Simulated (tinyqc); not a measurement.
Inside a calculation. Model: molecular dynamics of a small cluster by velocity Verlet steps. Computed by tinyqc, a small Python program that keeps every step. Command: `OMP_NUM_THREADS=1 python tinyqc.py 3029327 3029328 out.jsonl verlet walk`. One thread of a shared host (Intel(R) Xeon(R) Processor @ 2.30GHz), about 0.1 s of CPU time with the checks. Intermediate numbers are printed to about 5 digits and carried at full precision; extremes and crossings named in words are read from the listed rows.

E = sum_i {sum_j A exp(-p (r_ij/r0 - 1)) - xi sqrt(rho_i)}, rho_i = sum_j exp(-2 q (r_ij/r0 - 1)); the force on i is -sum_j w_ij (R_i - R_j)/r_ij with w_ij = -(2p/r0) A exp(-p (r_ij/r0 - 1)) + (xi q/r0) exp(-2 q (r_ij/r0 - 1)) (rho_i^(-1/2) + rho_j^(-1/2)).

Inputs (values chosen for the exercise, for model atoms):
```
quantity               value      unit
length r0               2.44  angstrom
repulsion A             0.15        eV
hopping xi              1.89        eV
decay p                 10.1         -
decay q                 2.77         -
atomic mass M            136         u
time step dt             5.7        fs
steps                    200         -
target temperature T0    300         K
coupling time tau         50        fs
```

Potential: Gupta. Thermostat: Berendsen.

starting positions (angstrom):
```
            x      y      z
atom 1  -0.01   0.04      0
atom 2   2.28  -0.02   0.04
atom 3   1.12      2   0.02
atom 4   1.15   0.62   1.88
atom 5   1.13   0.66  -1.85
```

starting velocities (angstrom/fs):
```
               x         y         z
atom 1   0.00147     7e-05   0.00028
atom 2   -0.0005   0.00139  -0.00128
atom 3  -0.00154   0.00048   0.00045
atom 4   0.00075  -0.00136   0.00017
atom 5  -0.00019  -0.00058   0.00038
```

Constants: 1 eV/(angstrom u) = 9.648533212e-03 angstrom/fs^2; k_B = 8.617333262e-05 eV/K.

## State at the start

Velocity Verlet: a = c F/M with c = 9.648533212e-3 angstrom/fs^2 per eV/(angstrom u); R(new) = R + v dt + a dt^2/2; v(new) = v + (a + a(new)) dt/2. Kinetic energy K = M v^2/(2c); temperature T = 2K/((3N - 3) k_B), rotation of the cluster included. After each step v is scaled by sqrt(1 + (dt/tau)(T0/T - 1)).

forces (eV/angstrom):
```
              x        y        z
atom 1   0.6089   0.2625   0.0734
atom 2  -0.8033   0.5668  -0.1983
atom 3   0.1450  -1.0096   0.0244
atom 4  -0.0568   0.1326  -1.0343
atom 5   0.1062   0.0478   1.1348
```

potential energy = -16.222 eV

kinetic energy = 0.083354 eV

temperature = 161.21 K

## Step 1

The formulas are those given above.

positions after step 1 (angstrom):
```
              x        y        z
atom 1  -0.0009   0.0407   0.0017
atom 2   2.2762  -0.0114   0.0325
atom 3   1.1114   2.0016   0.0226
atom 4   1.1542   0.6124   1.8798
atom 5   1.1290   0.6567  -1.8465
```

new forces (eV/angstrom):
```
              x        y        z
atom 1   0.4548   0.1917   0.0869
atom 2  -0.6704   0.5136  -0.1656
atom 3   0.1658  -0.9429   0.0305
atom 4  -0.0548   0.1570  -0.9834
atom 5   0.1046   0.0807   1.0316
```

velocities after step 1 (angstrom/fs):
```
                 x           y           z
atom 1   0.0017424   0.0001673   0.0003230
atom 2  -0.0008251   0.0016631  -0.0013996
atom 3  -0.0015274   0.0000881   0.0004768
atom 4   0.0007522  -0.0013457  -0.0002461
atom 5  -0.0001524  -0.0005729   0.0008458
```

total energy = -16.132 eV

## Step 2

The formulas are those given above.

positions after step 2 (angstrom):
```
             x        y        z
atom 1  0.0095   0.0419   0.0036
atom 2  2.2707  -0.0014   0.0243
atom 3  1.1029   2.0010   0.0253
atom 4  1.1584   0.6049   1.8772
atom 5  1.1283   0.6536  -1.8405
```

new forces (eV/angstrom):
```
               x         y         z
atom 1   0.23513   0.08524   0.10308
atom 2  -0.47041   0.42759  -0.12730
atom 3   0.18736  -0.81146   0.03891
atom 4  -0.05226   0.18161  -0.88220
atom 5   0.10018   0.11702   0.86751
```

velocities after step 2 (angstrom/fs):
```
                 x           y           z
atom 1   0.0019117   0.0002269   0.0003672
atom 2  -0.0010725   0.0018828  -0.0014819
atom 3  -0.0014790  -0.0002709   0.0004986
atom 4   0.0007421  -0.0012975  -0.0006331
atom 5  -0.0001127  -0.0005413   0.0012493
```

total energy = -16.129 eV

## Fastest vibration

Relax the cluster, diagonalise the Hessian (central differences): omega_max = sqrt(c lambda_max/M). Verlet steps are stable for omega_max dt < 2.

omega_max = 0.049774 1/fs

shortest period = 126.23 fs

omega_max dt = 0.28371

The step is 1/22.1 of the shortest period.

## The trajectory

Spread = largest minus smallest value. The test of the step is the spread (largest minus smallest) of the total energy over the run without thermostat, against the spread of K; the step passes below 5 %. The mean T is over the second half.

Course of the run (evenly spaced rows):
```
step  t (fs)   U (eV)   K (eV)  U + K (eV)   T (K)
0        0.0  -16.222  0.08335     -16.139  161.21
14      79.8  -16.294  0.19050     -16.104  368.44
28     159.6  -16.221  0.14165     -16.079  273.95
42     239.4  -16.260  0.15624     -16.104  302.19
56     319.2  -16.278  0.19160     -16.086  370.57
70     399.0  -16.248  0.15267     -16.095  295.28
84     478.8  -16.230  0.14136     -16.088  273.40
98     558.6  -16.222  0.12181     -16.101  235.60
112    638.4  -16.279  0.17279     -16.107  334.19
126    718.2  -16.253  0.15966     -16.094  308.79
140    798.0  -16.255  0.15900     -16.096  307.52
154    877.8  -16.222  0.12407     -16.098  239.96
168    957.6  -16.287  0.17274     -16.114  334.10
182   1037.4  -16.269  0.18351     -16.085  354.93
196   1117.2  -16.248  0.13355     -16.114  258.29
```

spread of the total energy = 0.0015866 eV

spread of the total over spread of K = 0.013241

mean temperature = 300.39 K

The total energy keeps within 1.3 % of the swings of K, so the step passes. With the thermostat the mean T is 300 K, against the target 300 K; the scaling adds or removes energy, so U + K is not conserved in the table.

## Energy conservation against the time step

Velocity Verlet: a = c F/M with c = 9.648533212e-3 angstrom/fs^2 per eV/(angstrom u); R(new) = R + v dt + a dt^2/2; v(new) = v + (a + a(new)) dt/2. Kinetic energy K = M v^2/(2c); temperature T = 2K/((3N - 3) k_B), rotation of the cluster included. Runs without thermostat over the same span of time, steps x dt; spread = largest minus smallest value. For contrast, the energy gained over the first 30 dt (dt of the inputs) by explicit Euler steps: R(new) = R + v dt, v(new) = v + a dt.

Energy error (eV):
```
dt (fs)  omega_max dt  Verlet, spread of U + K  Euler, gain in U + K
0.7125        0.03546               2.5603e-05                0.0308
1.4250        0.07093               1.0225e-04                0.0701
2.8500        0.14186               4.0957e-04                0.1826
5.7000        0.28371               1.5866e-03                0.6173
11.4000       0.56743               6.3729e-03                2.5733
17.1000       0.85114               1.4508e-02                6.6346
```

The Verlet error grows as dt^2.00 between the first rows, the second order of the method. Euler steps gain energy steadily: over that short span the gain in the first row is already 1200 times the Verlet spread of the whole run, and it grows as dt^1.18, tending to the first order of that method as dt shrinks. Caution: where the Euler gain approaches or exceeds the binding energy the cluster has blown apart.

Checks made by the program: time reversal over 50 steps (relative difference below 1e-10).
